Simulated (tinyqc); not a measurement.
# Rectangular fin or nanosheet with a gate all round, subbands and threshold shift from confinement: two studies

Undoped body with a flat potential across it, hard walls, transport along x. One isotropic valley (g = 1, mx = my = mz = me). Non-parabolicity enters the subband edges through E (1 + al E) = gamma, so E = 2 gamma/(1 + sqrt(1 + 4 al gamma)); motion within a subband is taken as parabolic with the band-edge mass. Energies are counted from the bulk band edge.

Inputs (values chosen for the exercise); masses close to those of GaAs:
```
symbol   value     unit                                                meaning
T          300        K                                            temperature
me      0.0681       m0                                  mass at the band edge
al        0.56     1/eV                                       non-parabolicity
t         10.8       nm                                        width (along y)
dl           0       nm  widening of the box by penetration into the insulator
Cg         3.1  uF/cm^2                 gate capacitance per area of interface
H         10.8       nm                                       height (along z)
```

Constants: q = 1.602176634e-19 C, kB = 1.380649e-23 J/K, hbar = 1.054571817e-34 J s, m0 = 9.1093837015e-31 kg, Vt = kB T/q, hbar^2/(2 m0) = 0.0380998212 eV nm^2. Results are converted to the units shown.

Each table varies one quantity; the others keep the values above.

## Confinement against the height

gamma = C pi^2 [a^2/(my (t + dl)^2) + b^2/(mz (H + dl)^2)], C = hbar^2/(2 m0). Each subband has N_k = g sqrt(2 mx m0 kB T/(pi hbar^2)); without degeneracy n = exp(EF/Vt) sum N_k exp(-E_k/Vt). Classical value Nc times t H, Nc = sum over valleys of 2 g (m m0 kB T/(2 pi hbar^2))^1.5 with m = (mx my mz)^(1/3). Threshold shift dVT = Vt ln(classical value/sum N_k exp(-E_k/Vt)). With degeneracy n = sum N_k F((EF - E_k)/Vt), F(x) = (1/sqrt(pi)) int_0^infinity u^(-1/2) du/(1 + exp(u - x)); gate: Vg = EF + q n/(Cg P), P = 2 (t + H), summed over the 60 lowest subbands at most, with Vg counted from the value that would put EF at the bulk band edge of an empty body. The last two columns are for Vg = 0.7 V; sensitivity d(dVT)/dH by central differences between 0.99 and 1.01 times the value.

Confinement against the height:
```
H (nm)  E_1 (meV)  gap to the next edge (meV)  dVT (mV)  sensitivity (mV/nm)  n/P (cm^-2)  share of the lowest subband (%)
6.5         163.1                       113.9     127.8               -29.99     3.751e12                            38.31
8.4         117.8                       118.5     89.16               -13.39     4.366e12                            30.25
11          88.58                       117.5     66.66               -5.397     4.863e12                            24.04
14          72.56                       75.23     55.78               -2.409     5.265e12                            19.39
18          62.21                       46.66     49.16               -1.138     5.612e12                            15.49
24          55.22                       26.71     44.49              -0.5341     5.938e12                            11.94
31          51.60                       16.16     41.75              -0.2879     6.175e12                            9.436
40          49.42                       9.760     39.82              -0.1605     6.367e12                            7.439
```

As H grows from 6.5 to 40 nm, E_1 falls from 163 to 49.4 meV and dVT falls from 128 to 39.8 mV. E_1 goes as H^(-1.27) at the thin end; an error of 0.2 nm moves the threshold by 6.0 mV in the first row and 0.032 mV in the last. The charge per interface area rises from 3.75e12 to 6.37e12 cm^-2. In every row the charge in the last two columns would bend the potential across the body by some 30 mV or more, which is left out.

## Charge and subband filling against gate voltage

Same model as above.

Each subband has N_k = g sqrt(2 mx m0 kB T/(pi hbar^2)). Cq = q dn/dEF.

Charge and subband filling against gate voltage:
```
Vg (V)  EF - E_1 (eV)  n (cm^-1)  n/P (cm^-2)  share of the lowest subband (%)  Cq/(Cg P)  total C/(Cg P)
-0.06         -0.1502       3698      8.560e8                            98.19   0.001708        0.001705
0.07         -0.02466    3.786e5     8.763e10                            97.74     0.1407          0.1233
0.19          0.07066    2.441e6     5.651e11                            87.21     0.3426          0.2552
0.32           0.1555    6.217e6     1.439e12                            53.27     0.6666          0.4000
0.44           0.2274    1.023e7     2.369e12                            39.43     0.7203          0.4187
0.56           0.2925    1.482e7     3.431e12                            30.95     0.9874          0.4968
0.69           0.3555    2.043e7     4.728e12                            24.79      1.105          0.5249
0.81           0.4106    2.585e7     5.984e12                            21.06      1.239          0.5535
0.94           0.4690    3.183e7     7.368e12                            18.29      1.231          0.5517
```

EF passes E_1 = 0.0901 eV at Vg = 0.0992 V. The share of the lowest subband falls from 98.2 to 18.3 % and the total capacitance goes from 0.00170 through a maximum of 0.553 (at Vg = 0.81 V among the rows listed) to 0.552 of Cg P. Between the last two rows 45 % of the added gate voltage goes into raising EF. For Vg = 0.32, 0.44, 0.56, 0.69, 0.81, 0.94 the charge would bend the potential across the body by some 30 mV or more, which is left out.

tinyqc, about 0.1 s, one thread, Intel Xeon 2.30GHz (shared host): `OMP_NUM_THREADS=1 python tinyqc.py 2350110 2350111 out.jsonl`
